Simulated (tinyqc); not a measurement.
Precursor delivery and alloy composition in metal-organic vapour-phase epitaxy: one step, computed by the program tinyqc. Command: `OMP_NUM_THREADS=1 python tinyqc.py 3026561 3026562 out.jsonl movpe walk`. One thread of a shared host (Intel(R) Xeon(R) Processor @ 2.30GHz), about 0.01 s of CPU time with the checks.

Carrier gas leaves each bubbler saturated. Group-III species cross a boundary layer and react at the surface; element 2 can also desorb. The film is (1)_(1-x) (2)_x V with a zinc-blende cell.

Task: Molar flows. Temperatures in kelvin are T(C) + 273.15. Vapour pressure p_v = 10^(a - b/T); precursor flow = carrier flow x p_v/(p_b - p_v); 1 sccm = 44.615 micromol/min; V/III = hydride flow over the sum of both; gas share x_g = F2/(F1 + F2).

Inputs (values chosen for the exercise, close to those used for InGaAs from TMGa and TMIn):
```
quantity,value,unit
source 1: a in log10(p/torr) = a - b/T,8.07,-
source 1: b,1703,K
source 1: bath temperature,-1,C
source 1: carrier flow,30,sccm
source 2: a,10.52,-
source 2: b,3014,K
source 2: bath temperature,29,C
source 2: carrier flow,460,sccm
bubbler pressure p_b,760,torr
group-V hydride flow,130,sccm
```

Give: vapour pressures; molar flows; V/III ratio; gas share x_g.

Result:

vapour pressures (torr): source 1 64.93, source 2 3.506

molar flows (micromol/min): F1 125.0, F2 95.12

V/III ratio = 26.35

gas share x_g = 0.4321

The slope of F2 with the temperature of bath 2 is b ln(10)/T^2 x p_b/(p_b - p_v) = 7.6 % per kelvin.
